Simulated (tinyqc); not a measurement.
# Depth and level of a trap from the time ratio

Question. For an oxide trap tc/te = exp(E/Vt) with E = E0 - dpsi - (xt/tox)(Vg - VT - dpsi), dpsi being the rise of the surface potential above its value at threshold. Find xt and E0, and the depth that would be read if dpsi were ignored.

Parameters, values chosen for the exercise: temperature T = 200 K; insulator thickness tox = 1.9 nm.

Constants: q = 1.602176634e-19 C, kB = 1.380649e-23 J/K, Vt = kB T/q. Results are converted to the units shown.

Vg - VT (V): 0.17  0.32
tc/te: 2.7017377  0.19223647
dpsi (V): 0.041843085  0.054027004

Solution. E + dpsi is a straight line in the oxide voltage Vg - VT - dpsi with slope -xt/tox and intercept E0. Ignoring dpsi assigns the motion of the bands to the trap and overstates its depth.

xt = 0.460 nm
E0 = 0.0900 eV
depth read without dpsi = 0.577 nm

Program tinyqc, `OMP_NUM_THREADS=1 python tinyqc.py 2710134 2710135 out.jsonl`; Intel Xeon 2.30GHz, shared host, one thread, about 0.01 s.
